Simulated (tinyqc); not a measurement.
Against the doping: grain-boundary trapping model (Seto) of a polycrystalline semiconductor film. Computed by tinyqc, a small Python program. Command: `OMP_NUM_THREADS=1 python tinyqc.py 3017112 3017113 out.jsonl poly walk`. One thread of a shared host (Intel(R) Xeon(R) Processor @ 2.30GHz), about 0.01 s of CPU time with the checks.

Grains of equal size L are joined by thin boundaries with one trap level. Trapped carriers deplete a width W on each side and raise a barrier, crossed by thermionic emission. Dopants are fully ionised, statistics are non-degenerate and mu_g does not depend on T.

Inputs (values chosen for the exercise, modelled on polycrystalline germanium):
```
quantity                                     value        unit
permittivity eps                                16           -
effective mass m                               0.2         m_0
effective density of states at 300 K, N_c  6.1e+18      1/cm^3
grain size L                                    16          nm
trap density Q_t                           1.3e+12      1/cm^2
trap level E_t below the band edge            0.26          eV
mobility inside the grains mu_g                510  cm^2/(V s)
temperature T                                  350           K
```

Grain interior: resistance included.

Constants: e = 1.602176634e-19 C; eps_0 = 8.8541878128e-12 F/m; k_B = 8.617333262e-05 eV/K; m_0 = 9.1093837015e-31 kg; k_B = 1.380649e-23 J/K.

Method:
- If all traps fill, the grain is just depleted at N* = Q_t/L, with the barrier e Q_t L/(8 eps eps_0).
- N_c(T) = N_c (T/300 K)^(3/2). Filled traps Q = Q_t/(1 + (1/2) exp((E_t* - E_F)/k_B T)), where E_t* = e V_B - E_t and E_F are counted from the band edge at the grain centre. Partial depletion: Q = 2 N W, V_B = e N W^2/(2 eps eps_0), E_F = k_B T ln(N/N_c); solve for W. If that W would exceed L/2 the grain is fully depleted: W = L/2, Q = N L, and E_F follows from the trap equation. Centre density n_0 = N_c exp(E_F/k_B T).
- Boundary: sigma_b = L e^2 n_0 exp(-e V_B/k_B T)/sqrt(2 pi m k_B T); drift through the grain, depleted parts included: rho_g = [(1 - 2W/L) + (2W/L) int_0^1 exp(y^2 s^2) ds]/(e n_0 mu_g); rho = 1/sigma_b + rho_g. Mean carrier density n_av = n_0 [(1 - 2W/L) + (2W/L) (sqrt(pi)/2) erf(y)/y], y = sqrt(e V_B/k_B T); effective mobility 1/(e n_av rho).

N* = 8.12500e+17 1/cm^3

The same film:
```
N (1/cm^3)  W (nm)   V_B (V)  mean density (1/cm^3)  mobility (cm^2/(V s))  rho (ohm cm)
2.40e+16    8.0000  0.000869             2.1510e+13                 203.31    1.4272e+03
8.10e+16    8.0000  0.002931             8.1936e+13                 197.66    3.8539e+02
2.00e+17    8.0000  0.007238             2.6631e+14                 185.73    1.2619e+02
4.10e+17    8.0000  0.014838             9.9051e+14                 164.66    3.8267e+01
6.50e+17    8.0000  0.023524             4.7850e+15                 141.33    9.2295e+00
9.80e+17    6.6222  0.024302             8.0608e+17                 134.78    5.7448e-02
1.60e+18    4.0596  0.014911             1.4839e+18                 156.06    2.6951e-02
3.20e+18    2.0307  0.007462             3.1377e+18                 178.27    1.1158e-02
8.10e+18    0.8024  0.002949             8.0743e+18                 194.16    3.9812e-03
3.20e+19    0.2031  0.000747             3.1993e+19                 202.67    9.6260e-04
```

What follows from these numbers?

The barrier peaks among these rows at N = 9.8e17 (0.024 V) and the mobility has its minimum at 9.8e17; N* is 8.1e17. While the grain is fully depleted (W = L/2) V_B grows as N; once all traps are filled it falls as 1/N (last exponent -1.00). Partly depleted rows (W < L/2) with e V_B below 2 k_B T stretch the depletion approximation. Where N approaches N_c the non-degenerate statistics fail. rho drops most steeply, as N^-12.4, between 6.5e17 and 9.8e17.

Extremes, crossings and ranges named in words are read from the listed rows.
